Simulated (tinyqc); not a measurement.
# Metal-interlayer-semiconductor contact, depinning against tunnelling resistance: what changes with what

Zero bias, n-type semiconductor. Gap states at the semiconductor surface thin out as exp(-be ti), which unpins the barrier; electrons must then cross the interlayer (a rectangular barrier, no voltage drop across it) and the parabolic depleted layer, both by WKB. Energies E are counted from the Fermi level; no image force, parabolic bands.

Parameters, values chosen for the exercise; semiconductor values close to those of germanium; interlayer mass of the order of that in lanthanum oxide, offset chosen freely:
- T = 250 K (temperature)
- Eg = 0.641 eV (band gap)
- eps_r = 15.5 (relative permittivity)
- chi = 3.86 eV (electron affinity)
- Nc = 7.91e18 cm^-3 (conduction-band density of states at T)
- mt = 0.119 m0 (tunnelling mass in the semiconductor)
- mA = 1.13 m0 (Richardson mass)
- Nd = 9.1e18 cm^-3 (donor density)
- E0 = 0.088 eV (charge-neutrality level above the valence band)
- S0 = 0.049 (pinning factor without interlayer)
- phiM = 4.39 eV (metal work function)
- ti = 1 nm (interlayer thickness)
- dE = 2.14 eV (conduction-band offset of the interlayer above the semiconductor)
- mi = 0.3 m0 (tunnelling mass in the interlayer)
- be = 4.3 1/nm (decay constant of gap states through the interlayer)

Constants: q = 1.602176634e-19 C, kB = 1.380649e-23 J/K, eps0 = 8.8541878128e-12 F/m, hbar = 1.054571817e-34 J s, h = 6.62607015e-34 J s, m0 = 9.1093837015e-31 kg, Vt = kB T/q, hbar^2/(2 m0) = 0.0380998212 eV nm^2. Results are converted to the units shown.

Each table varies one quantity; the others keep the values above.

## Contact resistivity against the interlayer thickness

S = 1/(1 + (1/S0 - 1) exp(-be ti)); phiB = S (phiM - chi) + (1 - S)(Eg - E0); xi = Ec - EF deep inside, from Nd = Nc F(-xi/Vt), F(x) = (2/sqrt(pi)) int_0^infinity sqrt(u) du/(1 + exp(u - x)); band bending U = phiB - xi; E00 = (hbar/2) sqrt(Nd/(eps0 eps_r mt m0)) in volts; A = 4 pi q mA m0 kB^2/h^3. With U = phiB - xi: for xi < E < phiB, y = (E - xi)/U and G1 = (U/E00) [sqrt(1 - y) - y ln((1 + sqrt(1 - y))/sqrt(y))], G1 = 0 above phiB; G2 = 2 ti sqrt(mi max(phiB + dE - E, 0)/C), C = hbar^2/(2 m0); f = 1/(1 + exp(E/Vt)); 1/rho_c = (A T^2/Vt^2) times the integral of exp(-G1 - G2) f over E from xi upwards. Shares under 0.001 % are printed as 0; rows without band bending are left out.

The same in every row: E00/Vt = 1.91; share above phiB (%) = 0.

Results:

| ti (nm) | S | phiB (eV) | rho_c (ohm cm^2) | rho_c with G2 = 0 (ohm cm^2) | peak of the integrand (eV) |
|---|---|---|---|---|---|
| 0 | 0.0490 | 0.552 | 1.28e-4 | 1.28e-4 | 0.0518 |
| 0.2 | 0.109 | 0.551 | 7.58e-4 | 1.24e-4 | 0.0527 |
| 0.4 | 0.223 | 0.548 | 0.00437 | 1.17e-4 | 0.0535 |
| 0.6 | 0.405 | 0.544 | 0.0243 | 1.07e-4 | 0.0542 |
| 1 | 0.792 | 0.535 | 0.731 | 8.76e-5 | 0.0556 |
| 1.2 | 0.900 | 0.532 | 4.19 | 8.30e-5 | 0.0565 |
| 1.4 | 0.955 | 0.531 | 24.6 | 8.07e-5 | 0.0575 |
| 1.6 | 0.980 | 0.530 | 147 | 7.97e-5 | 0.0586 |

Estimate the missing row, ti = 0.8 nm.

Computed row:

| ti (nm) | S | phiB (eV) | rho_c (ohm cm^2) | rho_c with G2 = 0 (ohm cm^2) | peak of the integrand (eV) |
|---|---|---|---|---|---|
| 0.8 | 0.616 | 0.539 | 0.132 | 9.58e-5 | 0.0549 |

With this row back in the table: As ti goes from 0 to 1.6, phiB falls from 0.552 to 0.530 eV and rho_c rises from 1.28e-4 to 147 ohm cm^2. No thickness listed beats the bare contact: tunnelling through the layer costs more than the change of the barrier gains. The ratio of rho_c to its value with G2 = 0 runs from 1.00 to 1.85e6.

## Contact resistivity against the donor density

Same model as above.

The same in every row: S = 0.792; phiB (eV) = 0.535.

Results:

| Nd (cm^-3) | E00/Vt | rho_c (ohm cm^2) | rho_c with G2 = 0 (ohm cm^2) | peak of the integrand (eV) | share above phiB (%) |
|---|---|---|---|---|---|
| 2.6e17 | 0.324 | 6.23e4 | 15.4 | 0.493 | 11.5 |
| 6.7e17 | 0.519 | 1.58e4 | 3.48 | 0.432 | 2.92 |
| 1.7e18 | 0.827 | 1.40e3 | 0.252 | 0.315 | 0.259 |
| 1.1e19 | 2.10 | 0.296 | 3.45e-5 | 0.0428 | 0 |
| 2.9e19 | 3.42 | 0.00519 | 5.55e-7 | 0.00569 | 0 |
| 7.3e19 | 5.42 | 3.02e-4 | 3.03e-8 | -0.0150 | 0 |
| 1.9e20 | 8.75 | 3.76e-5 | 3.50e-9 | -0.0314 | 0 |
| 4.7e20 | 13.8 | 9.53e-6 | 7.98e-10 | -0.0441 | 0 |

Estimate the missing row, Nd = 4.4e18 cm^-3.

Computed row:

| Nd (cm^-3) | E00/Vt | rho_c (ohm cm^2) | rho_c with G2 = 0 (ohm cm^2) | peak of the integrand (eV) | share above phiB (%) |
|---|---|---|---|---|---|
| 4.4e18 | 1.33 | 26.4 | 0.00364 | 0.149 | 0.00488 |

With this row back in the table: As Nd goes from 2.6e17 to 4.7e20, phiB stays at 0.535 eV and rho_c falls from 62300 to 9.53e-6 ohm cm^2. rho_c goes as Nd^(-1.45) between the first two rows and Nd^(-1.52) between the last two, while E00/Vt goes from 0.324 to 13.8 and the share above the barrier from 11.5 to 0 %. The ratio of rho_c to its value with G2 = 0 runs from 4040 to 11900.

tinyqc, about 0.03 s, one thread, Intel Xeon 2.30GHz (shared host): `OMP_NUM_THREADS=1 python tinyqc.py 2270148 2270149 out.jsonl`
